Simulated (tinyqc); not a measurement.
Admittance spectroscopy and thermally stimulated current of one trap level in a depletion layer: one step, computed by the program tinyqc.

A Schottky junction on n-type material holds one donor-like electron trap; shallow donors are fully ionised and abrupt depletion edges are assumed.

Problem. Temperature of the peak. N_c = 2 (2 pi m k_B T/h^2)^(3/2), v_th = sqrt(3 k_B T/m), emission rate e_n = sigma v_th N_c exp(-E_t/(k_B T)). Where the level crosses the Fermi level capture equals emission, so the trap follows the signal with the rate 2 e_n; G/omega peaks at omega = 2 e_n (the correction for large N_t/N is left out). Solve 2 e_n(T_p) = 2 pi f.

Inputs (values chosen for the exercise, modelled on n-type germanium):

| quantity | value | unit |
|---|---|---|
| density-of-states mass m | 0.567 | m_0 |
| shallow doping N | 7e+15 | 1/cm^3 |
| trap depth E_t below the band | 0.215 | eV |
| capture cross section sigma | 2.7e-16 | cm^2 |
| test frequency f | 300 | Hz |

Constants: k_B = 1.380649e-23 J/K; m_0 = 9.1093837015e-31 kg; h = 6.62607015e-34 J s; k_B = 8.617333262e-05 eV/K.

Give: peak temperature T_p; N_c at T_p; e_n at T_p; E_c - E_F = k_B T_p ln(N_c/N).

Solution.

peak temperature T_p = 152.8 K

N_c at T_p = 3.894e+18 1/cm^3

e_n at T_p = 942.5 1/s

E_c - E_F = k_B T_p ln(N_c/N) = 0.08323 eV
